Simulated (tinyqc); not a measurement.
## Frequency dispersion of an accumulation capacitance by border traps, distributed model: capacitance and loss against frequency

Traps spread evenly through the insulator exchange electrons with the semiconductor by tunnelling, with tau(x) = t0 exp(2 ka x) at depth x from the interface. The admittance per area Y seen at depth x obeys dY/dx = -Y^2/(i w eps0 eox) + q Nb ln(1 + i w tau)/tau, with Y(0) = i w Cs and w = 2 pi f; the gate sees Y(tox) = G + i w C. Working variable y = Y/(i w), in uF/cm^2. Cox = eps0 eox/tox.

Cox; trap-free value 1/(1/Cox + 1/Cs); response depth d = ln(1/(w t0))/(2 ka), where w tau = 1; lumped estimate: all traps within d act as C_bt = q Nb d placed at d/2, so C = 1/{1/[1/(1/Cs + d/(2 eps0 eox)) + C_bt] + (tox - d/2)/(eps0 eox)}. C and G from a fine integration; dispersion -d C/d log10 f over C, from f times and over 1.1. For a broad spread of time constants G/w is close to -(pi/2) dC/d ln w.

Inputs (values chosen for the exercise); permittivity close to that of zirconium oxide:
- eox = 22.2 (relative permittivity of the insulator)
- tox = 9.7 nm (insulator thickness)
- Cs = 1.8 uF/cm^2 (semiconductor capacitance in accumulation)
- Nb = 8.1e18 cm^-3 eV^-1 (density of border traps)
- ka = 5.5 1/nm (decay constant of the wave function in the insulator)
- t0 = 4e-11 s (time constant of a trap at the interface)

Constants: q = 1.602176634e-19 C, eps0 = 8.8541878128e-14 F/cm where lengths are in cm. Results are converted to the units shown.

The same in every row: trap-free C (uF/cm^2) = 0.9533.

Results:

| f (Hz) | d (nm) | C (uF/cm^2) | G/w (uF/cm^2) | dispersion (% a decade) | -(pi/2) dC/d ln w (uF/cm^2) | lumped C (uF/cm^2) |
|---|---|---|---|---|---|---|
| 10 | 1.800 | 1.030 | 0.006469 | 0.9203 | 0.006468 | 1.026 |
| 100 | 1.591 | 1.021 | 0.006313 | 0.9064 | 0.006313 | 1.017 |
| 1000 | 1.382 | 1.012 | 0.006162 | 0.8927 | 0.006161 | 1.008 |
| 10000 | 1.172 | 1.003 | 0.006014 | 0.8790 | 0.006014 | 0.9988 |
| 1e5 | 0.9628 | 0.9941 | 0.005870 | 0.8655 | 0.005870 | 0.9903 |
| 1e7 | 0.5442 | 0.9773 | 0.005590 | 0.8389 | 0.005593 | 0.9737 |

Estimate the missing row, f = 1e6 Hz.

Computed row:

| f (Hz) | d (nm) | C (uF/cm^2) | G/w (uF/cm^2) | dispersion (% a decade) | -(pi/2) dC/d ln w (uF/cm^2) | lumped C (uF/cm^2) |
|---|---|---|---|---|---|---|
| 1e6 | 0.7535 | 0.9856 | 0.005730 | 0.8522 | 0.005730 | 0.9819 |

With this row back in the table: C falls from 1.030 to 0.9773 uF/cm^2, towards the trap-free 0.9533; each decade of frequency removes ln 10/(2 ka) = 0.209 nm from the response depth. The dispersion falls from 0.920 to 0.839 % a decade and G/w falls from 0.00647 to 0.00559 uF/cm^2. G/w lies between 0.999 and 1.00 times -(pi/2) dC/d ln w, the relation for a broad spread of time constants.

Numbers from tinyqc (`OMP_NUM_THREADS=1 python tinyqc.py 2202203 2202204 out.jsonl`; about 0.6 s on one thread of a shared Intel Xeon 2.30GHz).
